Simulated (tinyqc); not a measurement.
# Sneak paths and read margin

Worst-case read of an N x N array without selectors, ideal wires, unselected lines floating and all unselected cells in the low state with resistance K Ron: the sneak path is Rsn = K Ron [2/(N - 1) + 1/(N - 1)^2], in parallel with the selected cell Rc. A sense resistor Ron to ground gives Vout = Vr Ron/(Ron + Rc Rsn/(Rc + Rsn)); margin = [Vout(Rc = Ron) - Vout(Rc = ra Ron)]/Vr.

Inputs (values chosen for the exercise):
```
symbol,value,unit,meaning
Ron,10,kohm,resistance of the low state
ra,100,,ratio Roff/Ron
K,1,,factor by which unselected cells are more resistive
Vr,0.2,V,read voltage
```

Sneak paths and read margin:
```
N    Rsn (kohm)  Vout, low state (mV)  Vout, high state (mV)  margin (%)
2         30.00                 114.3                  51.12       31.58
3         12.50                 128.6                  89.50       19.53
4         7.778                 139.1                  112.9       13.12
8         3.061                 162.0                  153.2       4.395
16        1.378                 178.4                  175.8       1.293
32       0.6556                 188.4                  187.7      0.3528
64       0.3200                 194.0                  193.8     0.09228
128      0.1581                 196.9                  196.9     0.02361
256     0.07859                 198.5                  198.4    0.005972
```

The margin falls from 31.6 to 0.00597 %; a lone cell has 49.0 %. It first drops below 10 % at N = 8 among the rows, where Rsn = 0.31 Ron. Between the last two rows it goes as N^(-1.98).

Numbers from tinyqc (`OMP_NUM_THREADS=1 python tinyqc.py 2880036 2880037 out.jsonl`; about 0.02 s on one thread of a shared Intel Xeon 2.30GHz).
